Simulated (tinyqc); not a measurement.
Worked calculation: two-dimensional electron gas with Rashba and Dresselhaus coupling. Values are carried at full precision from step to step, so a last printed digit may differ when a step is redone from the rounded ones.

H = c k^2/m + al (ky sx - kx sy) + b1 (kx sx - ky sy) + gam kx ky (kx sy - ky sx), s the Pauli matrices, x = [100], c = hbar^2/2m0, b1 = gam (pi/L)^2 (hard walls). H = c k^2/m + B.s, so E = c k^2/m -/+ |B| and the lower state has its spin along -B.

Constants: hbar^2/2m0 = 3.80998211 eV angstrom^2; hbar = 6.58211957e-16 eV s.

Values chosen for the exercise (of the size met in InSb; not measured data):
- m = 0.0141 m0 (mass)
- al = 0.43 eV angstrom (Rashba constant)
- gam = 331.6 eV angstrom^3 (bulk Dresselhaus constant)
- L = 186 angstrom (width of the (001) well)
- n = 12 1e11/cm^2 (sheet density (one subband filled))
- phi = 15 degrees (angle of k from [100])

## Scales

b1; mean Fermi wave vector k0 = sqrt(2 pi n) (1e11/cm^2 = 1e-5/angstrom^2); E0 = c k0^2/m; b3 = gam k0^2/4; kR = al m/(2c) and ER = al kR/2, the shift and depth of a pure Rashba band.

b1 = 0.09460 eV angstrom
k0 = 0.02746 1/angstrom
E0 = 203.735 meV
b3 = 0.06251 eV angstrom
kR = 0.0007957 1/angstrom
ER = 0.1711 meV

The ratio al/(b1 - b3) is 13.40; kR is 2.9 % of k0.

## Spin-orbit field at one point of the Fermi circle

k = k0 (cos phi, sin phi). Form B, the splitting 2|B| and the direction of the lower spin, atan2(-By, -Bx).

Bx, By (meV): 5.1208  -10.4194

splitting = 23.2195 meV
direction of the lower spin = 116.2 degrees

## The matrix

H = [[E0, Bx - i By], [Bx + i By, E0]] in meV; diagonalise. Precession period h/(2|B|) = 2 pi hbar/(splitting).

H (meV):
```
                   up             down
up           203.7347  5.1208+10.4194i
down  5.1208-10.4194i         203.7347
```

levels (meV): 192.1249  215.3444

period = 0.178 ps

## The two wave vectors at the energy E0 along this direction

Solve c k^2/m -/+ |B(k)| = E0. The spin turns by (k_outer - k_inner) per length, so a half turn takes pi/(difference).

k (1/angstrom): outer 0.028245, inner 0.026681

difference = 0.001564 1/angstrom
length of a half turn = 200.9 nm

For linear terms alone the difference is (m/c)|B|/k, whatever the energy: every electron along this direction turns alike, the basis of the spin transistor. The cubic term makes it depend on density.

## Checks

- Difference of the Fermi wave vectors without Dresselhaus terms against al m/c: both 0.0015913.

Program tinyqc; command `OMP_NUM_THREADS=1 python tinyqc.py 1452230 1452231 out.jsonl`; about 0.01 s on one thread of a shared Intel(R) Xeon(R) Processor @ 2.30GHz.
